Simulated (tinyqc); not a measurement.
Ewald sum of point charges, caesium chloride lattice, step by step. Computed by tinyqc, a small Python program that keeps every step. Command: `OMP_NUM_THREADS=1 python tinyqc.py 30120 30121 out.jsonl` (the two numbers bound the seeds that draw the settings). One thread of a shared host (Intel(R) Xeon(R) Processor @ 2.60GHz), about 0.03 s of CPU time with the checks.

## Ewald sum with eta = 0.305 1/bohr

cell vectors (rows) (bohr):
```
         1        2        3
1  9.97000  0.00000  0.00000
2  0.00000  9.97000  0.00000
3  0.00000  0.00000  9.97000
```

Charges:

| q | f1 | f2 | f3 |
|---|---|---|---|
| 1.00000 | 0.00000 | 0.00000 | 0.00000 |
| -1.00000 | 0.50000 | 0.50000 | 0.50000 |

Real space: 1/2 sum q_i q_j erfc(eta r)/r over all images with r > 0; reciprocal space: (2 pi/V) sum_(G != 0) exp(-G^2/4 eta^2)/G^2 |S(G)|^2 with S(G) = sum q exp(i G.r); self term -eta/sqrt(pi) sum q^2; background -pi Q^2/(2 V eta^2), Q the total charge.

Real-space shells (first ones):

| r (bohr) | pairs | sum (hartree) |
|---|---|---|
| 8.63427 | 16 | -0.00018 |
| 9.97000 | 12 | 1.03e-05 |
| 14.09971 | 24 | 1.01e-09 |
| 16.53337 | 48 | 0 |
| 17.26855 | 16 | 0 |

Reciprocal shells (first ones that count):

| G^2 (1/bohr^2) | vectors | sum (hartree) |
|---|---|---|
| 0.39716 | 6 | 0.13176 |
| 1.19149 | 8 | 0.00693 |
| 1.98582 | 24 | 0.00147 |
| 3.57447 | 30 | 1.43e-05 |
| 4.36880 | 24 | 1.11e-06 |
| 5.16313 | 24 | 1.11e-07 |
| 6.75178 | 48 | 2.38e-09 |
| 7.54611 | 24 | 1.26e-10 |

## The total does not depend on eta

The same sums for other eta.

Totals (hartree per cell):

| eta | real | reciprocal | self | background | total |
|---|---|---|---|---|---|
| 0.30500 | -0.00017 | 0.14018 | -0.34416 | 0.00000 | -0.2041486 |
| 0.49800 | -1.11e-09 | 0.35778 | -0.56193 | 0.00000 | -0.2041486 |
| 0.69100 | 0 | 0.57556 | -0.77971 | 0.00000 | -0.2041486 |

shortest distance = 8.63427 bohr

Madelung constant -E d / (formula units |q+ q-|) = 1.76267
